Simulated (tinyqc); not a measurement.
# Worked calculation: undoped gate-all-around wire MOSFET, analytic charge model

Computed by the program tinyqc: `OMP_NUM_THREADS=1 python tinyqc.py 2460060 2460061 out.jsonl`, one thread of a shared Intel Xeon 2.30GHz, about 0.02 s for the whole run. Printed values are rounded.

An undoped round wire of radius R under an insulator shell and a surrounding gate; long channel, electrons only, n = ni exp((psi - V)/Vt) with V the quasi-Fermi potential (0 at the source, Vd at the drain), constant mobility, no quantisation. The radial Poisson equation gives n(r) = n(0)/(1 - (1 - b) r^2/R^2)^2 with b = Q0/(Q + Q0). Q is the electron charge per area of the wire surface.

Inputs (values chosen for the exercise); material values close to those of germanium: temperature T = 350 K; band gap Eg = 0.652 eV; relative permittivity of the semiconductor eps_r = 16; conduction-band density of states at T Nc = 1.3e19 cm^-3; valence-band density of states at T Nv = 7.46e18 cm^-3; relative permittivity of the gate insulator eox = 8.74; insulator thickness tox = 3.8 nm; wire radius R = 5 nm; gate work function less that of the intrinsic body dphi = 0.11 V; channel mobility mu = 240 cm^2/(V s); gate length L = 0.5 um; gate voltage Vg = 0.45 V; drain voltage Vd = 0.8 V.

Constants: q = 1.602176634e-19 C, kB = 1.380649e-23 J/K, Vt = kB T/q, eps0 = 8.8541878128e-14 F/cm where lengths are in cm. Results are converted to the units shown.

Range of the model: In a wire this thin, quantum confinement raises the threshold; it is left out.

## Constants of the wire

ni = sqrt(Nc Nv) exp(-Eg/(2 Vt)), Eg in volts; Cox = eps0 eox/(R ln(1 + tox/R)); Q0 = 4 eps0 eps_r Vt/R; V0 = dphi + Vt ln[8 eps0 eps_r Vt/(q ni R^2)].

ni = 1.99135e14 cm^-3
Cox = 2.73779 uF/cm^2
Q0 = 341.822 nC/cm^2
V0 = 0.431681 V

## Iteration 1: charge at the source by Newton steps

Q at the start = 34 nC/cm^2

With V = 0: f = Q/Cox + Vt ln(Q/Q0) + Vt ln(1 + Q/Q0) - (Vg - V0); f' = 1/Cox + Vt/Q + Vt/(Q + Q0); Q(new) = Q - f/f'.

f = -0.0726490 V
f' = 0.00133259 V cm^2/nC
Q after iteration 1 = 88.5172 nC/cm^2

## Iteration 2: charge at the source by Newton steps

As before.

f = -0.0197918 V
f' = 7.76076e-4 V cm^2/nC
Q after iteration 2 = 114.020 nC/cm^2

## Course of the iteration: charge at the source by Newton steps

Stop when Q changes by less than 1e-8 nC/cm^2, or after 40 iterations.

Course of the iteration:
```
iteration	Q (nC/cm^2)	|change| (nC/cm^2)
1	88.5172	54.5
2	114.020	25.5
3	115.607	1.59
4	115.611	4.45e-3
5	115.611	3.43e-8
6	115.611	0
```

Converged in 6 iterations. At the end the number of correct digits about doubles with each step.

## Drain current and line charge

Qs = 115.611 nC/cm^2
Qd = 1.89710e-9 nC/cm^2

Q solves Vg - V0 - V = Q/Cox + Vt ln(Q/Q0) + Vt ln(1 + Q/Q0). I = mu (2 pi R/L)[2 Vt (Qs - Qd) + (Qs^2 - Qd^2)/(2 Cox) + Vt Q0 ln((Qd + Q0)/(Qs + Q0))], with Qs at V = 0 and Qd at V = Vd. Electrons per length at the source: 2 pi R Qs/q; surface over centre density: (1 + Qs/Q0)^2.

first term = 0.105163 uA
second term = 0.0368095 uA
third term = -0.0452932 uA
I = 0.0966791 uA
electrons per length = 0.226694 1/nm
surface over centre density = 1.79083

The square-law term makes up 38.1 % of the current.
